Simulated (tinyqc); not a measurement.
Strain, valley repopulation and piezoresistance in a many-valley conduction band: one step, computed by the program tinyqc.

Valleys are ellipsoids with mass m_l along the axis a and m_t across it, parabolic, with one constant relaxation time; strain shifts the valleys and leaves the masses alone. Currents are taken along [100], along the load, and along [010], across the load.

Problem. Linear piezoresistance coefficients. Each of the 6 valleys holds n_v = N_v (2/sqrt(pi)) F_1/2((E_F - dE_v)/(k_B T)), N_v = 2 (m_d k_B T/(2 pi hbar^2))^(3/2), m_d = (m_l m_t^2)^(1/3); E_F solves sum n_v = n and is counted from the unstrained edge. F_j(eta) = int_0^infinity x^j/(1 + exp(x - eta)) dx, without a gamma-function factor. It is evaluated after integrating by parts. Integrals over x = E/(k_B T) use 160 Gauss-Legendre points in u = sqrt(x) from 0 to sqrt(max(eta, 0) + 32). With eta_0 the reduced Fermi level without strain, r = F_-1/2(eta_0)/(2 F_1/2(eta_0)) (1 for a classical gas) and c = r (Xi_u/k_B T) (m_l - m_t)/(2 m_l + m_t): pi11 = -(2/3) c (S11 - S12), pi12 = -pi11/2, pi44 = 0, with S11 - S12 = 1/(C11 - C12).

Inputs (values chosen for the exercise, modelled on silicon): longitudinal mass m_l = 0.943 m_0; transverse mass m_t = 0.194 m_0; shear deformation potential Xi_u = 9.08 eV; C11 = 166 GPa; C12 = 63.8 GPa; electron density n = 9.1e+15 1/cm^3; temperature T = 300 K.

Valley axes: <100> (6 valleys in 3 pairs). Load: uniaxial [100].

Constants: k_B = 8.617333262e-05 eV/K; m_0 = 9.1093837015e-31 kg; k_B = 1.380649e-23 J/K; hbar = 1.054571817e-34 J s.

Give: eta_0; degeneracy factor r; pi11; pi12; pi44.

Solution.

eta_0 = -8.045

degeneracy factor r = 0.9999

pi11 = -82.49 1e-11/Pa

pi12 = 41.25 1e-11/Pa

pi44 = 0 1e-11/Pa

The gas is classical, so the coefficients follow 1/T.
